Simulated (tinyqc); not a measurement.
Inside a calculation: finite square well with mass mismatch (envelope functions). Values are carried at full precision from step to step, so a last printed digit may differ when a step is redone from the rounded ones.

A square well of width L and depth V0, mass mw inside and mb outside, energies from the bottom of the well, c = hbar^2/2m0. k = sqrt(mw E/c), kappa = sqrt(mb (V0 - E)/c). psi and psi'/m are continuous at the walls (BenDaniel-Duke), so level n solves k L + 2 atan[(k/mw)/(kappa/mb)] = n pi.

Constants: hbar^2/2m0 = 3.80998211 eV angstrom^2.

Inputs chosen for the exercise (near those of an InGaAs well in InP; the results hold for these values, not for the real material):
- L = 147 angstrom (well width)
- V0 = 0.255 eV (barrier height)
- mw = 0.0419 m0 (mass in the well)
- mb = 0.0839 m0 (mass in the barrier)
- alpha_w = 1.04 1/eV (non-parabolicity in the well)
- alpha_b = 0.36 1/eV (non-parabolicity in the barrier)

## How many levels are bound

At E = V0 the arctangent equals pi/2, so level n is bound if k0 L > (n - 1) pi with k0 = sqrt(mw V0/c). Compare with the infinitely deep well, E1(hard) = c (pi/L)^2/mw.

k0 = 0.05296 1/angstrom
k0 L/pi = 2.4779
number of bound levels = 3
E1(hard) = 0.0415 eV

The count does not depend on mb. One more level binds at L = 178.0 angstrom.

## The lowest level by bisection

f(E) = k L + 2 atan[(k/mw)/(kappa/mb)] - pi rises with E. Twelve halvings of [0, V0]: keep the half in which f changes sign.

Bisection:

| step | low (eV) | high (eV) | midpoint (eV) | k | kappa | f |
|---|---|---|---|---|---|---|
| 1 | 0.00000 | 0.25500 | 0.12750 | 0.03745 | 0.05299 | 4.2741 |
| 2 | 0.00000 | 0.12750 | 0.06375 | 0.02648 | 0.06490 | 2.1207 |
| 3 | 0.00000 | 0.06375 | 0.03188 | 0.01872 | 0.07010 | 0.5929 |
| 4 | 0.00000 | 0.03188 | 0.01594 | 0.01324 | 0.07256 | -0.4949 |
| 5 | 0.01594 | 0.03188 | 0.02391 | 0.01621 | 0.07134 | 0.0962 |
| 6 | 0.01594 | 0.02391 | 0.01992 | 0.01480 | 0.07195 | -0.1842 |
| 7 | 0.01992 | 0.02391 | 0.02191 | 0.01552 | 0.07164 | -0.0408 |
| 8 | 0.02191 | 0.02391 | 0.02291 | 0.01587 | 0.07149 | 0.0284 |
| 9 | 0.02191 | 0.02291 | 0.02241 | 0.01570 | 0.07157 | -0.0060 |
| 10 | 0.02241 | 0.02291 | 0.02266 | 0.01579 | 0.07153 | 0.0113 |
| 11 | 0.02241 | 0.02266 | 0.02254 | 0.01574 | 0.07155 | 0.0027 |
| 12 | 0.02241 | 0.02254 | 0.02247 | 0.01572 | 0.07156 | -0.0017 |

After twelve halvings the bracket is V0/4096 = 0.062 meV wide.

## Bound levels

Solve the condition for each n (six at most). With A = cos(kL/2) for even and sin(kL/2) for odd levels, the probability in the barriers is Pb = (A^2/kappa)/(A^2/kappa + L/2 +/- sin(kL)/(2k)), + for even.

Levels:

| n | parity | E (eV) | k (1/angstrom) | kappa (1/angstrom) | Pb |
|---|---|---|---|---|---|
| 1 | even | 0.0225 | 0.01573 | 0.07155 | 0.0229 |
| 2 | odd | 0.0913 | 0.03168 | 0.06004 | 0.0896 |
| 3 | even | 0.2040 | 0.04736 | 0.03352 | 0.2487 |

The lowest level lies at 54 % of the infinite-well value and decays into the barrier over 1/kappa = 14.0 angstrom.

## Mass in the plane and density of states

To first order in the in-plane energy, 1/m_par = (1 - Pb)/mw + Pb/mb for each subband. Each adds a step D = m_par/(2 pi c) to the density of states per area (spin included, one valley); 1/angstrom^2 = 1e16/cm^2.

Subbands:

| n | m_par (m0) | D (1e13/(eV cm^2)) |
|---|---|---|
| 1 | 0.0424 | 1.771 |
| 2 | 0.0439 | 1.832 |
| 3 | 0.0479 | 1.999 |

## Levels with energy-dependent masses

Non-parabolic bands: mw is replaced by mw (1 + alpha_w E) and mb by mb (1 - alpha_b (V0 - E)), in k, kappa and the matching condition alike.

Solve the same condition with the energy-dependent masses, and list the shift from the parabolic levels that exist in both.

Levels:

| n | E (eV) | mass inside | mass outside | shift (meV) |
|---|---|---|---|---|
| 1 | 0.0227 | 0.0429 | 0.0769 | 0.2 |
| 2 | 0.0875 | 0.0457 | 0.0788 | -3.7 |
| 3 | 0.1830 | 0.0499 | 0.0817 | -21.0 |

Level 1 moves by +0.2 meV and level 3 by -21.0 meV. The lighter mass deep in the barrier hardens the wall for low levels; the heavier mass in the well wins higher up.

## Checks

- Lowest level by finite differences (200 cells across the well) against the matching condition, eV: both 0.0225.

tinyqc: `OMP_NUM_THREADS=1 python tinyqc.py 1282569 1282570 out.jsonl`; about 0.01 s, one thread, shared Intel(R) Xeon(R) Processor @ 2.30GHz.
